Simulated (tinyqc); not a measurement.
Field dependence: Hall effect and magnetoresistance of several carrier groups with constant relaxation times. Computed by tinyqc, a small Python program. Command: `OMP_NUM_THREADS=1 python tinyqc.py 3028631 3028632 out.jsonl hall2 walk`. One thread of a shared host (Intel(R) Xeon(R) Processor @ 2.30GHz), about 0.01 s of CPU time with the checks.

Group 1 has charge -e and group 2 charge -e; s_i is that sign. B lies along z; mu B is formed with mu in m^2/(V s).

Inputs (values chosen for the exercise, for a model conductor):

| quantity | value | unit |
|---|---|---|
| density n1 | 3.6e+13 | 1/cm^2 |
| mobility mu1 | 11000 | cm^2/(V s) |
| density n2 | 2.1e+12 | 1/cm^2 |
| mobility mu2 | 960 | cm^2/(V s) |

Carriers: two electron groups. Densities: per area (a thin layer).

Constants: e = 1.602176634e-19 C.

Method:
- Weak field: R_H(0) = sum s_i n_i mu_i^2/(e (sum n_i mu_i)^2); MR = c B^2 with c = n1 n2 mu1 mu2 (s1 mu1 - s2 mu2)^2/(n1 mu1 + n2 mu2)^2. Strong field: R_H = 1/(e sum s_i n_i); rho_xx saturates at (n1/mu1 + n2/mu2)/(e (sum s_i n_i)^2).
- sigma_xx = sum n_i e mu_i/(1 + mu_i^2 B^2); sigma_xy = sum s_i n_i e mu_i^2 B/(1 + mu_i^2 B^2).
- rho_xx = sigma_xx/(sigma_xx^2 + sigma_xy^2); Hall coefficient R_H = sigma_xy/(B (sigma_xx^2 + sigma_xy^2)), with B in V s/cm^2 (1 T = 1e-4 V s/cm^2); magnetoresistance MR = rho_xx(B)/rho_xx(0) - 1.

saturation MR = 49.7136 %

Against the field:

| B (T) | mu1 B | rho_xx (ohm) | R_H (cm^2/C) | MR (%) |
|---|---|---|---|---|
| 0.045 | 4.9500e-02 | 15.682 | -1.7170e+05 | 1.0287e-03 |
| 0.14 | 1.5400e-01 | 15.683 | -1.7170e+05 | 9.9545e-03 |
| 0.36 | 3.9600e-01 | 15.692 | -1.7169e+05 | 6.5748e-02 |
| 0.91 | 1.0010e+00 | 15.747 | -1.7163e+05 | 4.1713e-01 |
| 2.3 | 2.5300e+00 | 16.081 | -1.7130e+05 | 2.5494e+00 |
| 5.5 | 6.0500e+00 | 17.522 | -1.6984e+05 | 1.1738e+01 |
| 14 | 1.5400e+01 | 20.881 | -1.6644e+05 | 3.3158e+01 |
| 36 | 3.9600e+01 | 22.930 | -1.6437e+05 | 4.6223e+01 |
| 110 | 1.2100e+02 | 23.415 | -1.6388e+05 | 4.9315e+01 |

What follows from these numbers?

MR starts as B^2.00 and ends as B^0.06; it saturates at 49.7 %. One group alone would show no magnetoresistance in this model. The rows with mu1 B well above 1 show the semiclassical limit; Landau quantisation is left out. Fields above 100 T are beyond ordinary laboratory magnets.
